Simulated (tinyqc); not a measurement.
Pump-down curve: gas flow in a process chamber: flow regimes, conductance, effective pumping speed, pump-down, outgassing and purge. Computed by tinyqc, a small Python program. Command: `OMP_NUM_THREADS=1 python tinyqc.py 3120640 3120641 out.jsonl pump walk`. One thread of a shared host (Intel(R) Xeon(R) Processor @ 2.30GHz), about 0.07 s of CPU time with the checks.

Ideal gas, isothermal flow, a pump of constant speed at the end of a round pipe; process gas, volume gas and outgassing are given the same properties. 1 sccm = 101325 Pa x 1e-6 m^3/60 s x T/273.15 K.

Inputs (values chosen for the exercise, modelled on hydrogen near room temperature): molar mass M = 2.016 g/mol; molecular diameter = 0.27 nm; viscosity eta = 8.9 micropascal s; temperature T = 300 K; chamber volume V = 290 L; wall area = 1.8 m^2; pipe diameter d = 6.3 cm; pipe length l = 79 cm; pump speed S = 120 L/s; outgassing rate after 1 h = 2.9e-06 Pa m^3/(s m^2); outgassing exponent n = 0.85; starting pressure p0 = 630 Pa.

Constants: k_B = 1.380649e-23 J/K; u = 1.6605390666e-27 kg.

Method:
- Mean speed c = sqrt(8 k_B T/(pi m)); aperture conductance C_a = c pi d^2/16; molecular pipe C_m = C_a/(1 + 3 l/(4 d)) (Dushman form); viscous pipe C_v = pi d^4 p_mean/(128 eta l); Knudsen interpolation C = C_v + C_m (1 + x)/(1 + 1.24 x), x = d p_mean sqrt(m/(k_B T))/eta.
- Effective speed 1/S_eff = 1/S + 1/C_m; time constant V/S_eff; pressure at which the free path k_B T/(sqrt2 pi d_m^2 p) equals d.
- Pump-down: V dp/dt = -S_eff(p) p + q(t) A, with S_eff = S p_2/p, where p_2 solves C((p + p_2)/2) (p - p_2) = S p_2 at each moment, and q(t) = q_1 (1 h/(t + 10 s))^n; integrated adaptively. At long times p = q(t) A/S_eff.
- S_eff(p) is tabulated at 260 pressures and interpolated in ln p. Comparison columns: p0 exp(-t/time constant) with the molecular S_eff (0 below 1e-26 p0), and the outgassing limit.

time constant = 4.59797 s

S_eff in molecular flow = 63.0713 L/s

Pressure against time:
```
t (s)       p (Pa)  S_eff (L/s)  volume gas only (Pa)  outgassing limit (Pa)
0.3     5.5671e+02       119.53            5.9021e+02             1.2017e-02
1       4.1725e+02       119.38            5.0686e+02             1.1364e-02
3       1.8360e+02       118.60            3.2808e+02             9.8593e-03
10      1.1943e+01       102.79            7.1582e+01             6.8363e-03
30      9.0831e-02        61.86            9.2414e-01             3.7927e-03
100     1.6684e-03        63.03            2.2594e-07             1.6051e-03
300     6.7415e-04        63.05                     0             6.6533e-04
1000    2.4477e-04        63.07                     0             2.4379e-04
3600    8.2661e-05        63.07                     0             8.2569e-05
20000   1.9263e-05        63.07                     0             1.9259e-05
100000  4.9054e-06        63.07                     0             4.9052e-06
```

What follows from these numbers?

From t = 100 s on the pressure is within 20 % of the outgassing limit, which falls only as (t + 10 s)^-0.85: walls, not volume, set the time to base pressure. Early on viscous flow raises S_eff to 120 L/s, 1.9 times its molecular value.
